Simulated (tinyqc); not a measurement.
Thermal displacements in the Debye model: Debye-Waller factors, bond-length spread and the Lindemann rule. Changing the gamma-ray energy E. Computed by tinyqc, a small Python program. Command: `OMP_NUM_THREADS=1 python tinyqc.py 3011077 3011078 out.jsonl debyewaller sweep`. One thread of a shared host (Intel(R) Xeon(R) Processor @ 2.30GHz), about 0.01 s of CPU time with the checks.

A Debye spectrum with three branches of one velocity, cut at k_B Theta; 8 atoms per cube, nearest neighbours at d = 0.433013 a.

Inputs (values chosen for the exercise, modelled on silicon): atomic mass M = 28.09 u; Debye temperature Theta = 549 K; temperature T = 600 K.

Structure: diamond.

Constants: hbar^2/u = 4.18015928e-03 eV angstrom^2; k_B = 8.617333262e-05 eV/K; e = 1.602176634e-19 C; u = 1.6605390666e-27 kg; c = 299792458 m/s; hbar = 6.582119569e-16 eV s.

Method:
- <u_x^2> = (3 hbar^2/(2 M k_B Theta)) int_0^1 s coth(s Theta/(2T)) ds (64 Gauss-Legendre points); it tends to 3 hbar^2/(4 M k_B Theta) at T = 0 and to 3 hbar^2 T/(M k_B Theta^2) at high T.
- B = 8 pi^2 <u_x^2>.
- A nucleus of this mass is supposed to emit a gamma ray of the energy chosen: recoil energy E_R = E^2/(2 M c^2), wave number k_g = E/(hbar c), recoil-free fraction f = exp(-k_g^2 <u_x^2>).

One run for each value:
```
gamma-ray energy E (keV)  recoil-free fraction f  recoil energy (meV)  k_g (1/angstrom)
4.0                                   9.5757e-01           3.0574e-01             2.027
6.0                                   9.0706e-01           6.8792e-01             3.041
14.4                                  5.7013e-01           3.9624e+00             7.298
22.0                                  2.6941e-01           9.2488e+00            11.149
35.0                                  3.6174e-02           2.3409e+01            17.737
50.0                                  1.1427e-03           4.7773e+01            25.339
70.0                                  1.7123e-06           9.3634e+01            35.474
```

Give the missing row, gamma-ray energy E (keV) = 10.0.

Computed row:
```
gamma-ray energy E (keV)  recoil-free fraction f  recoil energy (meV)  k_g (1/angstrom)
10.0                                  7.6264e-01           1.9109e+00             5.068
```

Interpolating between the two neighbouring rows (the first column on a logarithmic scale, the others too where they are positive) misses most in recoil-free fraction f, by 9.3 %. Over the rows, recoil-free fraction f falls from 0.958 to 1.71e-6 (exponent d ln y / d ln x -0.13 between the first rows and -19 between the last); recoil energy (meV) rises from 0.306 to 93.6 (exponent d ln y / d ln x about 2.0 throughout); k_g (1/angstrom) rises from 2.03 to 35.5 (exponent d ln y / d ln x about 1.0 throughout). ln f goes as -E^2, so only low-energy gamma rays leave without recoil at this T.
